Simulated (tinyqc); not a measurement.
Film and buried-oxide thickness from two coupling ratios.

Inverse problem. In a depleted film -dVT/dVb is k1 = Cs Cbox/(Cox (Cs + Cbox)) for a front channel and k2 = Cbox (Cox + Cs)/(Cox Cs) for a back channel, with Cox = eps0 eox/tox, Cs = eps0 eps_r/ts, Cbox = 3.9 eps0/tb. Find ts and tb.

Values chosen for this exercise; band and dielectric values close to those of silicon: relative permittivity eps_r = 11.7; relative permittivity of the gate insulator (close to silicon dioxide) eox = 3.9; insulator thickness tox = 1.3 nm.

coupling ratios for a front and a back channel: [0.087640449, 0.34444444]

Answer. With y = Cox/Cs and z = Cox/Cbox, 1/k1 = y + z and k2 = (1 + y)/z, so y = (k2/k1 - 1)/(1 + k2); the thicknesses follow from y and z.

ts = 8.50 nm
tb = 12.0 nm

Program tinyqc, `OMP_NUM_THREADS=1 python tinyqc.py 2190164 2190165 out.jsonl`; Intel Xeon 2.30GHz, shared host, one thread, about 0.4 s.
